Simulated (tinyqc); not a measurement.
Crystallisation kinetics and data retention of a phase-change cell: two steps of the calculation.

Johnson-Mehl-Avrami-Kolmogorov law X = 1 - exp(-y^n), y = integral of k dt, k = (1/100 s) exp[-(Ec q/kB)(1/T - 1/T1)].

Parameters, values chosen for the exercise; values of the order of Ge-Sb-Te and related chalcogenides:
- Ec = 3.19 eV (activation energy of crystallisation)
- T1 = 461 K (temperature at which the rate k is 1/(100 s))
- n = 1.5 (Avrami exponent)
- Xf = 0.3 (crystalline share at which the state is lost)
- T = 398 K (storage temperature)
- b = 5 K/min (heating rate)
- Ta = 427 K (start of the ramp table)
- dT = 6 K (step of the table)
- m = 10 (steps)

Constants: q = 1.602176634e-19 C, kB = 1.380649e-23 J/K. Results are converted to the units shown.

Task 1. Retention. At fixed T the state fails at t = (-ln(1 - Xf))^(1/n)/k; ten years are 3.15576e8 s.

Wanted: k; y at failure; time to fail; the same in years; temperature for ten years.

Result 1.

k = 3.0182e-8 1/s
y at failure = 0.50294
time to fail = 1.6663e7 s
the same in years = 0.52803
temperature for ten years = 385.80 K

The cell misses ten years at 398 K.

Task 2. A heating ramp. T rises at the rate b. Start with y = k (kB Ta^2/(q Ec))/b, the integral from cold to Ta to leading order; over each step k is taken as exponential in T, so y gains (dT/b)(k2 - k1)/ln(k2/k1). dX/dt = n y^(n - 1) k exp(-y^n), listed as 0 once y^n exceeds 23.

Wanted: T; k; y; X; dX/dt.

Result 2.

```
point  T (K)   k (1/s)         y         X  dX/dt (1/s)
0        427  1.672e-5  9.880e-4  3.106e-5     7.882e-7
1        433  5.557e-5  0.003317  1.910e-4     4.800e-6
2        439  1.788e-4   0.01091  0.001139     2.798e-5
3        445  5.573e-4   0.03488  0.006493     1.551e-4
4        451  0.001686    0.1083   0.03500     8.028e-4
5        457  0.004952    0.3265    0.1702     0.003522
6        463   0.01415    0.9572    0.6080     0.008138
7        469   0.03934     2.731    0.9890     0.001070
8        475    0.1066     7.590     1.000    3.659e-10
9        481    0.2819     20.57     1.000            0
10       487    0.7275     54.41     1.000            0
```

Range of the model: One Arrhenius rate is assumed; incubation, growth from the boundary and the non-Arrhenius kinetics of the supercooled liquid are left out.

Program tinyqc, `OMP_NUM_THREADS=1 python tinyqc.py 2490029 2490030 out.jsonl`; Intel Xeon 2.30GHz, shared host, one thread, about 0.02 s.
